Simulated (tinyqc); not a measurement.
Strained Delta valleys, repopulation and conductivity mass: one step of the calculation.

A cubic crystal with three pairs of conduction valleys along x, y and z under uniaxial stress X along [100] (X > 0 is tension); current along [100]. Non-degenerate electrons, fixed total density, one relaxation time for all valleys and stresses, masses unchanged by strain, so the mobility goes as the mean inverse mass.

Question. Conductivity mass and mobility. Inverse mass along the current d = [100]: (n.d)^2/ml + (1 - (n.d)^2)/mt; mu/mu0 = sum f (1/m) over the plain mean of 1/m.

Parameters, values chosen for the exercise:
- ml = 0.919 m0 (longitudinal mass)
- mt = 0.192 m0 (transverse mass)

share f, valley x to z: 0.41328106  0.29335947  0.29335947

Wanted: 1/m along d; conductivity mass; unstrained value; mu/mu0.

Answer.

1/m along d, valley x to z (1/m0): 1.088  5.208  5.208
conductivity mass = 0.2853 m0
unstrained value = 0.2608 m0
mu/mu0 = 0.9141

The possible range, all electrons in one kind of valley, is 0.284 to 1.36.

Computed by the program tinyqc: `OMP_NUM_THREADS=1 python tinyqc.py 2530079 2530080 out.jsonl`, one thread of a shared Intel Xeon 2.30GHz, about 0.01 s for the whole run.
